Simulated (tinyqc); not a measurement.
Liquidus of a compound AB in a simple-solution melt, liquid-phase epitaxy and vapour pressures: one step, computed by the program tinyqc. Command: `OMP_NUM_THREADS=1 python tinyqc.py 3017079 3017080 out.jsonl liq35 walk`. One thread of a shared host (Intel(R) Xeon(R) Processor @ 2.30GHz), about 0.04 s of CPU time with the checks.

x is the atom fraction of B in the melt. The melt is a simple solution: R T ln gamma_B = W (1 - x)^2, R T ln gamma_A = W x^2, W = a + b T. The solid AB is stoichiometric.

Question. Vapour pressures and congruent evaporation. Liquidus (Vieland): f(x) = R T ln[4 x (1 - x)] + 2 W (1/2 - x)^2 + S_F (T_F - T) = 0. Over the A-rich liquidus: p_A = gamma_A (1 - x) exp(S_A/R - H_A/(R T)), p_B2 = [gamma_B x exp(S_B/R - H_B/(R T))]^2, in bar. Free evaporation is congruent while the A flux over this liquidus is at least the B flux; with A and B2 taken as equal in mass for the estimate, T_c solves p_A = 2 p_B2.

Inputs (values chosen for the exercise, modelled on InAs for the melt):
```
quantity                                 value       unit
melting point T_F                         1215          K
entropy of fusion S_F                     59.4  J/(mol K)
interaction a                             16.6     kJ/mol
interaction slope b                      -41.9  J/(mol K)
saturation temperature T                   955          K
heat of evaporation of A                   265     kJ/mol
entropy of evaporation of A                108  J/(mol K)
heat of evaporation of B as (1/2) B2      95.3     kJ/mol
entropy of evaporation of B as (1/2) B2     59  J/(mol K)
```

Constants: R = 8.314462618 J/(mol K).

Give: log10 p_A; log10 p_B2; congruent temperature T_c.

Answer.

log10 p_A = -8.913

log10 p_B2 = -8.316

congruent temperature T_c = 763.0 K

T is above T_c: in vacuum B leaves faster and droplets of A form unless a B flux is supplied.
